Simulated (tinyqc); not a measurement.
On-chip power grid, static voltage drop by conjugate gradients: two steps of the calculation.

A grid of 4 rows and 4 columns, node k = 4 row + column. Neighbours in a row are joined by Rx, in a column by Ry; pad nodes, which reach the supply through Rp: 0, 3, 12, 15. Each node draws I0, node 6 draws kh I0. The drops u = Vdd - V solve G u = i, with G the conductance matrix (1/Rp added on the diagonal at pad nodes).

Parameters, values chosen for the exercise:
```
symbol,value,unit,meaning
Rx,1.7,ohm,resistance of a horizontal segment
Ry,0.12,ohm,resistance of a vertical segment
Rp,0.04,ohm,resistance from a pad node to the supply
I0,6.5,mA,load current of an ordinary node
kh,1,,factor on the load at the hot node
```

Problem 1. Diagonal of G, loads and first direction. G_kk = sum of the conductances at node k. Start u = 0, so the residual is r = i; p = r.

Find: G_kk; r at the start; p at the start.

Solution 1.

G_kk (S):
```
       col 0  col 1  col 2  col 3
row 0  33.92  9.510  9.510  33.92
row 1  17.25  17.84  17.84  17.25
row 2  17.25  17.84  17.84  17.25
row 3  33.92  9.510  9.510  33.92
```

r at the start (mA):
```
       col 0  col 1  col 2  col 3
row 0  6.500  6.500  6.500  6.500
row 1  6.500  6.500  6.500  6.500
row 2  6.500  6.500  6.500  6.500
row 3  6.500  6.500  6.500  6.500
```

p at the start (mA):
```
       col 0  col 1  col 2  col 3
row 0  6.500  6.500  6.500  6.500
row 1  6.500  6.500  6.500  6.500
row 2  6.500  6.500  6.500  6.500
row 3  6.500  6.500  6.500  6.500
```

Problem 2. Conjugate-gradient step. q = G p; a = (r.r)/(p.q); u(new) = u + a p; r(new) = r - a q; b = (r.r)(new)/(r.r); p(new) = r(new) + b p.

u after iteration 1 (mV):
```
           col 0      col 1      col 2      col 3
row 0  1.0400000  1.0400000  1.0400000  1.0400000
row 1  1.0400000  1.0400000  1.0400000  1.0400000
row 2  1.0400000  1.0400000  1.0400000  1.0400000
row 3  1.0400000  1.0400000  1.0400000  1.0400000
```

r after iteration 1 (mA):
```
            col 0     col 1     col 2       col 3
row 0  -19.500000  6.500000  6.500000  -19.500000
row 1    6.500000  6.500000  6.500000    6.500000
row 2    6.500000  6.500000  6.500000    6.500000
row 3  -19.500000  6.500000  6.500000  -19.500000
```

p after iteration 1 (mA):
```
           col 0      col 1      col 2      col 3
row 0   0.000000  26.000000  26.000000   0.000000
row 1  26.000000  26.000000  26.000000  26.000000
row 2  26.000000  26.000000  26.000000  26.000000
row 3   0.000000  26.000000  26.000000   0.000000
```

Give: q; a; u after iteration 2; r after iteration 2; b; p after iteration 2.

Solution 2.

q (mA S):
```
        col 0  col 1  col 2   col 3
row 0  -232.0   15.3   15.3  -232.0
row 1   216.7    0.0    0.0   216.7
row 2   216.7    0.0    0.0   216.7
row 3  -232.0   15.3   15.3  -232.0
```

a = 0.08407 ohm

u after iteration 2 (mV):
```
       col 0  col 1  col 2  col 3
row 0  1.040  3.226  3.226  1.040
row 1  3.226  3.226  3.226  3.226
row 2  3.226  3.226  3.226  3.226
row 3  1.040  3.226  3.226  1.040
```

r after iteration 2 (mA):
```
        col 0  col 1  col 2   col 3
row 0    0.00   5.21   5.21    0.00
row 1  -11.71   6.50   6.50  -11.71
row 2  -11.71   6.50   6.50  -11.71
row 3    0.00   5.21   5.21    0.00
```

b = 0.4076

p after iteration 2 (mA):
```
       col 0  col 1  col 2  col 3
row 0   0.00  15.81  15.81   0.00
row 1  -1.12  17.10  17.10  -1.12
row 2  -1.12  17.10  17.10  -1.12
row 3   0.00  15.81  15.81   0.00
```

Program tinyqc, `OMP_NUM_THREADS=1 python tinyqc.py 2770135 2770136 out.jsonl`; Intel Xeon 2.30GHz, shared host, one thread, about 0.1 s.
